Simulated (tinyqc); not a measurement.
A and C from the efficiency peak.

Inverse problem. ABC model of an LED: J = q da (A n + Ba n^2 + Ca n^3), IQE = Ba n^2/(A n + Ba n^2 + Ca n^3), differential lifetime 1/(A + 2 Ba n + 3 Ca n^2). The peak lies at n = sqrt(A/Ca). Given Ba, find n at the peak, A and Ca.

Inputs (values chosen for the exercise): radiative coefficient of the active layer Ba = 2.8e-10 cm^3/s; thickness of the active layer da = 64 nm.

Constants: q = 1.602176634e-19 C. Results are converted to the units shown.

peak IQE = 99.663077 %
J at the peak = 25.207058 A/cm^2

Solution. IQE J = q da Ba n^2 gives n. At the peak A n = Ca n^3, each being half of the non-radiative rate Ba n^2 (1/IQE - 1).

n at the peak = 2.958e17 cm^-3
A = 1.400e5 1/s
Ca = 1.600e-30 cm^6/s

Computed by the program tinyqc: `OMP_NUM_THREADS=1 python tinyqc.py 2300055 2300056 out.jsonl`, one thread of a shared Intel Xeon 2.30GHz, about 0.01 s for the whole run.
